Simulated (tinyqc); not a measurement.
Inside a calculation. Method: RHF in the sto-6g basis, for H3+, spin multiplicity 1. Computed by tinyqc, a small Python program that keeps every step (integrals from PySCF). Settings: charge = 1, multiplicity = 1, basis = sto-6g, energy threshold = 1e-09, iteration cap = 50, orthogonalisation = canonical, start = core, DIIS depth = 0, method = RHF. Command: `OMP_NUM_THREADS=1 python tinyqc.py 25799 25800 out.jsonl` (the two numbers bound the seeds that draw the settings). One thread of a shared host (Intel(R) Xeon(R) Processor @ 2.60GHz), about 0.06 s of CPU time with the checks. Later iterations appear only in the table of the cycle.

## One-electron integrals

Geometry (angstrom):
```
atom,x,y,z
H,0.000000,0.000000,0.000000
H,0.000000,0.000000,0.991000
H,0.000000,0.647000,-0.751000
```

Basis sto-6g: exponents (1/bohr^2) and contraction coefficients of normalised primitives:
```
element,l (shell),exponent,coefficient
H,s (1),35.523221,0.009164
H,s (1),6.513144,0.049361
H,s (1),1.822143,0.168538
H,s (1),0.625955,0.370563
H,s (1),0.243077,0.416492
H,s (1),0.100112,0.130334
```

Overlap, kinetic and nuclear-attraction integrals over the contracted functions; the nuclear repulsion is the sum of Za Zb / Rab.

nuclear repulsion = 1.35259087 hartree

overlap S, lower triangle:
```
,1H 1s,2H 1s,3H 1s
1H 1s,1.000000
2H 1s,0.502038,1.000000
3H 1s,0.501880,0.150017,1.000000
```

kinetic energy T (hartree), lower triangle:
```
,1H 1s,2H 1s,3H 1s
1H 1s,0.768522
2H 1s,0.114986,0.768522
3H 1s,0.114888,-0.009525,0.768522
```

nuclear attraction V (hartree), lower triangle:
```
,1H 1s,2H 1s,3H 1s
1H 1s,-2.273298
2H 1s,-0.998204,-2.041007
3H 1s,-0.997812,-0.273519,-2.040886
```

core Hamiltonian H = T + V (hartree), lower triangle:
```
,1H 1s,2H 1s,3H 1s
1H 1s,-1.504776
2H 1s,-0.883219,-1.272485
3H 1s,-0.882924,-0.283044,-1.272364
```

## Two-electron integrals

Functions are numbered as in S; the eight-fold symmetry (ij|kl) = (ji|kl) = (kl|ij) leaves the list below.

Two-electron integrals (ij|kl) in chemists' order, unique and non-zero (hartree):
```
i,j,k,l,(ij|kl)
1,1,1,1,0.774999
2,1,1,1,0.313626
2,1,2,1,0.161679
2,2,1,1,0.480971
2,2,2,1,0.313626
2,2,2,2,0.774999
3,1,1,1,0.313502
3,1,2,1,0.121735
3,1,2,2,0.184488
3,1,3,1,0.161566
3,2,1,1,0.086155
3,2,2,1,0.040290
3,2,2,2,0.072518
3,2,3,1,0.040277
3,2,3,2,0.011780
3,3,1,1,0.480883
3,3,2,1,0.184530
3,3,2,2,0.283124
3,3,3,1,0.313502
3,3,3,2,0.072518
3,3,3,3,0.774999
```

## Orthogonalisation

S = U s U^T; canonical form X = U s^(-1/2), so that X^T S X = 1. Each column of U has its largest component positive (the first on a tie).

eigenvalues of S: 0.361179  0.849983  1.788838

X:
```
,1,2,3
1H 1s,1.236860,-0.000079,0.500140
2H 1s,-0.787247,-0.766840,0.393032
3H 1s,-0.786848,0.767105,0.392948
```

## Starting guess

The start is the orbitals of the core Hamiltonian; D = 2 C_occ C_occ^T.

D at the start, lower triangle:
```
,1H 1s,2H 1s,3H 1s
1H 1s,0.976345
2H 1s,0.358920,0.131945
3H 1s,0.358663,0.131850,0.131756
```

## Iteration 1: building the Fock matrix

J_ij = sum D_kl (ij|kl), K_ij = sum D_kl (ik|jl); F = H + J - 0.5 K; E = tr D H + tr D J / 2 - 0.25 tr D K + E_nn.

Coulomb J (hartree), lower triangle:
```
,1H 1s,2H 1s,3H 1s
1H 1s,1.356222
2H 1s,0.585908,0.985747
3H 1s,0.585637,0.164160,0.985444
```

exchange K (hartree), lower triangle:
```
,1H 1s,2H 1s,3H 1s
1H 1s,1.281403
2H 1s,0.687754,0.534820
3H 1s,0.687387,0.338169,0.534328
```

Fock matrix F (hartree), lower triangle:
```
,1H 1s,2H 1s,3H 1s
1H 1s,-0.789256
2H 1s,-0.641187,-0.554147
3H 1s,-0.640981,-0.287968,-0.554084
```

total energy of this density = -1.17711819 hartree

## Iteration 1: diagonalisation and new density

Diagonalise F' = X^T F X, C = X C', fill 1 alpha and 1 beta electrons from the bottom; D = 2 C_occ C_occ^T. Each column has its largest component positive (the first on a tie).

F' = X^T F X (hartree), lower triangle:
```
,1,2,3
1,0.245631
2,0.000039,-0.313121
3,-0.085842,0.000014,-0.961549
```

orbital energies (hartree): MO1 -0.967623, MO2 -0.313121, MO3 0.251704

coefficients C:
```
,MO1,MO2,MO3
1H 1s,0.586187,-0.000145,1.198477
2H 1s,0.336510,-0.766777,-0.813075
3H 1s,0.336414,0.767168,-0.812568
```

D after iteration 1, lower triangle:
```
,1H 1s,2H 1s,3H 1s
1H 1s,0.687231
2H 1s,0.394515,0.226477
3H 1s,0.394404,0.226413,0.226349
```

## Iteration 2: building the Fock matrix

As before.

Coulomb J (hartree), lower triangle:
```
,1H 1s,2H 1s,3H 1s
1H 1s,1.284146
2H 1s,0.570170,0.995967
3H 1s,0.569927,0.160942,0.995750
```

exchange K (hartree), lower triangle:
```
,1H 1s,2H 1s,3H 1s
1H 1s,1.155668
2H 1s,0.682100,0.601376
3H 1s,0.681833,0.360612,0.601032
```

Fock matrix F (hartree), lower triangle:
```
,1H 1s,2H 1s,3H 1s
1H 1s,-0.798464
2H 1s,-0.654099,-0.577206
3H 1s,-0.653913,-0.302408,-0.577130
```

total energy of this density = -1.20279443 hartree

## Iteration 2: diagonalisation and new density

As before.

F' = X^T F X (hartree), lower triangle:
```
,1,2,3
1,0.235412
2,0.000012,-0.323254
3,-0.070734,0.000006,-0.985593
```

orbital energies (hartree): MO1 -0.989677, MO2 -0.323254, MO3 0.239496

coefficients C:
```
,MO1,MO2,MO3
1H 1s,0.570604,-0.000098,1.205974
2H 1s,0.347007,-0.766820,-0.808610
3H 1s,0.346931,0.767125,-0.808174
```

D after iteration 2, lower triangle:
```
,1H 1s,2H 1s,3H 1s
1H 1s,0.651178
2H 1s,0.396007,0.240828
3H 1s,0.395920,0.240775,0.240722
```

## Iteration 3: building the Fock matrix

As before.

Coulomb J (hartree), lower triangle:
```
,1H 1s,2H 1s,3H 1s
1H 1s,1.274380
2H 1s,0.568024,0.997396
3H 1s,0.567788,0.160500,0.997199
```

exchange K (hartree), lower triangle:
```
,1H 1s,2H 1s,3H 1s
1H 1s,1.137752
2H 1s,0.680375,0.609979
3H 1s,0.680128,0.363217,0.609669
```

Fock matrix F (hartree), lower triangle:
```
,1H 1s,2H 1s,3H 1s
1H 1s,-0.799272
2H 1s,-0.655382,-0.580079
3H 1s,-0.655200,-0.304153,-0.580000
```

total energy of this density = -1.20326302 hartree

## Iteration 3: diagonalisation and new density

As before.

F' = X^T F X (hartree), lower triangle:
```
,1,2,3
1,0.233458
2,0.000007,-0.324579
3,-0.068616,0.000005,-0.988230
```

orbital energies (hartree): MO1 -0.992072, MO2 -0.324579, MO3 0.237300

coefficients C:
```
,MO1,MO2,MO3
1H 1s,0.568500,-0.000088,1.206967
2H 1s,0.348415,-0.766828,-0.807996
3H 1s,0.348341,0.767117,-0.807575
```

D after iteration 3, lower triangle:
```
,1H 1s,2H 1s,3H 1s
1H 1s,0.646385
2H 1s,0.396148,0.242786
3H 1s,0.396064,0.242735,0.242683
```

## Iteration 4: building the Fock matrix

As before.

Coulomb J (hartree), lower triangle:
```
,1H 1s,2H 1s,3H 1s
1H 1s,1.273067
2H 1s,0.567736,0.997589
3H 1s,0.567500,0.160440,0.997395
```

exchange K (hartree), lower triangle:
```
,1H 1s,2H 1s,3H 1s
1H 1s,1.135327
2H 1s,0.680125,0.611129
3H 1s,0.679881,0.363560,0.610823
```

Fock matrix F (hartree), lower triangle:
```
,1H 1s,2H 1s,3H 1s
1H 1s,-0.799372
2H 1s,-0.655546,-0.580461
3H 1s,-0.655364,-0.304384,-0.580381
```

total energy of this density = -1.20327151 hartree

## Iteration 4: diagonalisation and new density

As before.

F' = X^T F X (hartree), lower triangle:
```
,1,2,3
1,0.233185
2,0.000006,-0.324756
3,-0.068330,0.000005,-0.988574
```

orbital energies (hartree): MO1 -0.992384, MO2 -0.324756, MO3 0.236995

coefficients C:
```
,MO1,MO2,MO3
1H 1s,0.568217,-0.000087,1.207100
2H 1s,0.348605,-0.766829,-0.807914
3H 1s,0.348531,0.767116,-0.807494
```

D after iteration 4, lower triangle:
```
,1H 1s,2H 1s,3H 1s
1H 1s,0.645742
2H 1s,0.396166,0.243050
3H 1s,0.396082,0.242999,0.242947
```

## Iteration 7 (converged): orbitals

converged F (hartree), lower triangle:
```
,1H 1s,2H 1s,3H 1s
1H 1s,-0.799388
2H 1s,-0.655571,-0.580520
3H 1s,-0.655389,-0.304420,-0.580440
```

As before.

F' = X^T F X (hartree), lower triangle:
```
,1,2,3
1,0.233142
2,0.000006,-0.324783
3,-0.068286,0.000005,-0.988627
```

orbital energies (hartree): MO1 -0.992432, MO2 -0.324783, MO3 0.236947

coefficients C:
```
,MO1,MO2,MO3
1H 1s,0.568173,-0.000087,1.207121
2H 1s,0.348634,-0.766829,-0.807901
3H 1s,0.348560,0.767116,-0.807482
```

D after iteration 7, lower triangle:
```
,1H 1s,2H 1s,3H 1s
1H 1s,0.645642
2H 1s,0.396169,0.243091
3H 1s,0.396085,0.243040,0.242988
```

## Convergence

Stop when the energy changes by less than 1e-09 hartree and every element of the error matrix X^T (F D S - S D F) X is below 9e-06.

Course of the cycle:
```
iteration,E (hartree),change,largest element of the error matrix
1,-1.17711819,-,2.33e-01
2,-1.20279443,-2.57e-02,3.19e-02
3,-1.20326302,-4.69e-04,4.29e-03
4,-1.20327151,-8.48e-06,5.77e-04
5,-1.20327166,-1.53e-07,7.76e-05
6,-1.20327166,-2.78e-09,1.04e-05
7,-1.20327166,-5.02e-11,1.40e-06
```

PySCF RHF in the same basis = -1.20327166 hartree

Converged in 7 iterations.

## Populations, bond orders and dipole

Mulliken: Z minus the diagonal of D S on the atom; Loewdin: the same with S^(1/2) D S^(1/2); Mayer order: 2 sum_s sum (D(s) S)_ij (D(s) S)_ji over the two atoms.

Charges (e):
```
atom,Mulliken,Loewdin
1H,-0.043321,-0.006046
2H,0.521557,0.502913
3H,0.521765,0.503133
```

Mayer bond orders:
```
pair,order
2-1,0.499170
3-1,0.498953
3-2,0.228808
```

dipole moment about the origin, x y z (debye): 0.000000  1.621474  0.600486
